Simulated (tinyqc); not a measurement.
# Thermal RC ladder, step response: two studies

A ladder of 3 nodes: R_i joins node i to node i + 1, the last R to the ambient; C_i is the heat capacity of node i; theta is the rise above ambient, zero at t = 0. d theta/dt = -A theta + b with b = (Pw/C_1, 0, ...), times in ms.

Values chosen for this exercise:

| symbol | value | unit | meaning |
|---|---|---|---|
| R | [0.27, 0.14, 0.56] | K/W | resistances, junction to ambient |
| C | [0.35, 4.3, 28] | mJ/K | heat capacities of the nodes |
| Pw | 29 | W | power at node 1 from t = 0 |

Each table varies one quantity; the others keep the values above.

## Pulse trains: peak against mean temperature

A = C^(-1) K, K_ii = 1/R_(i-1) + 1/R_i (no first term for node 1), K_(i,i+1) = K_(i+1,i) = -1/R_i. The time constants tau_k are the inverse eigenvalues of A; the rise of node 1 per watt is Z(t) = sum_k r_k (1 - exp(-t/tau_k)), with r_k = v_k1^2 tau_k/C_1 and v_k the unit eigenvectors of C^(-1/2) K C^(-1/2). For pulses of length tp = 0.5 ms and period tp/D, the steady peak rise per watt is sum_k r_k (1 - exp(-tp/tau_k))/(1 - exp(-tp/(D tau_k))), and the mean is D sum R.

Results:
```
D	peak (K/W)	mean (K/W)	peak/mean	peak rise (K)
0.01	0.3229	0.009700	33.28	9.363
0.02	0.3273	0.01940	16.87	9.492
0.05	0.3442	0.04850	7.096	9.981
0.1	0.3736	0.09700	3.852	10.84
0.2	0.4341	0.1940	2.238	12.59
0.3	0.4973	0.2910	1.709	14.42
0.8	0.8326	0.7760	1.073	24.15
```

Estimate the missing row, D = 0.5.

Computed row:
```
D	peak (K/W)	mean (K/W)	peak/mean	peak rise (K)
0.5	0.6292	0.4850	1.297	18.25
```

With this row back in the table: The peak rises from 0.323 to 0.833 K/W, while its ratio to the mean falls from 33.3 to 1.07. In the first row the peak is 0.36 % above that of a single pulse, 0.322 K/W.

## Single pulses of growing length

Same model as above.

Result of one run:
```
t (ms)	Z(t) (K/W)	Z/sum R	t/C_1 (K/W)	rise (K)
11	0.6375	0.6573	31.43	18.49
```

What becomes of these results when the pulse length t is changed from 11 to 0.017 ms, all else the same?

Result of the changed run:
```
t (ms)	Z(t) (K/W)	Z/sum R	t/C_1 (K/W)	rise (K)
0.017	0.04447	0.04585	0.04857	1.290
```

The whole series:
```
t (ms)	Z(t) (K/W)	Z/sum R	t/C_1 (K/W)	rise (K)
0.017	0.04447	0.04585	0.04857	1.290
0.044	0.1008	0.1039	0.1257	2.923
0.11	0.1888	0.1947	0.3143	5.476
0.28	0.2784	0.2870	0.8000	8.074
0.71	0.3474	0.3581	2.029	10.07
1.8	0.4157	0.4286	5.143	12.06
4.5	0.4965	0.5118	12.86	14.40
11	0.6375	0.6573	31.43	18.49
29	0.8451	0.8713	82.86	24.51
74	0.9592	0.9889	211.4	27.82
```

Z rises from 0.0445 to 0.959 K/W, against 0.970 K/W in the steady state. In the first row it is 8.4 % below t/C_1, the limit in which only the first heat capacity is charged. It passes half of the steady value at t = 4.5 ms among the rows.

Numbers from tinyqc (`OMP_NUM_THREADS=1 python tinyqc.py 2520153 2520154 out.jsonl`; about 0.01 s on one thread of a shared Intel Xeon 2.30GHz).
